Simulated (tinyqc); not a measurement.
What each parameter does: two-band k.p model of the X valleys of a zinc-blende crystal.

k along the valley axis, counted from X, c = hbar^2/2m0, e = c k^2/ml. H = [[e - D/2, i P k], [-i P k, e + D/2]] with P^2 = D0 c/ml, so E = e -/+ sqrt(D^2/4 + D0 e). For D = 0 (diamond lattice) the bands cross at X.

With x = D/D0: for x < 1 the minima lie at k_m = sqrt(ml D0 (1 - x^2)/(4 c)), the hump at X has the height dE = (D0/4)(1 - x)^2 and the mass at the minimum is ml/(1 - x^2); the mass at X is ml/(1 - 1/x), negative for x < 1. For x > 1 the minimum is at X.

Thermal masses along the axis for one X point, lower band, E from the minimum, on 1601 points from -0.8 to 0.8 1/angstrom: density-of-states mass m_d = c I^2/(pi kT), I = integral of exp(-E/kT) dk; conductivity mass m_c = 2 c kT/<(dE/dk)^2> with central differences.

Constants: hbar^2/2m0 = 3.80998211 eV angstrom^2; kB = 8.617333262e-05 eV/K.

Values chosen for the exercise (of the order of those of AlAs; shifted at random, so the results belong to these values and not to a real crystal): D = 0.36 eV (splitting of the two conduction levels at X); D0 = 0.132 eV (coupling energy); ml = 0.661 m0 (mass along the axis from remote bands); T = 300 K (temperature).

Shape of the lower band and thermal masses.

One parameter was then changed.

Results before and after:
```
case     k_m (1/angstrom)  dE (meV)  m_d (m0)  m_c (m0)
base               0.0000     0.000     1.014     0.990
changed            0.0000     0.000     0.984     0.960
```

Which of these changes was made? (a) D0 = 0.136 eV; (b) T = 309 K; (c) ml = 0.6412 m0; (d) D = 0.3492 eV.
Answer: (c) ml = 0.6412 m0. Of the candidates, run in turn, only this one gives the changed row.

All candidates:
```
case            k_m (1/angstrom)  dE (meV)  m_d (m0)  m_c (m0)
base                      0.0000     0.000     1.014     0.990
D = 0.3492 eV             0.0000     0.000     1.029     1.002
D0 = 0.136 eV             0.0000     0.000     1.030     1.003
ml = 0.6412 m0            0.0000     0.000     0.984     0.960
T = 309 K                 0.0000     0.000     1.013     0.989
```

tinyqc: `OMP_NUM_THREADS=1 python tinyqc.py 1880092 1880093 out.jsonl`; about 0.01 s, one thread, shared Intel(R) Xeon(R) Processor @ 2.30GHz.
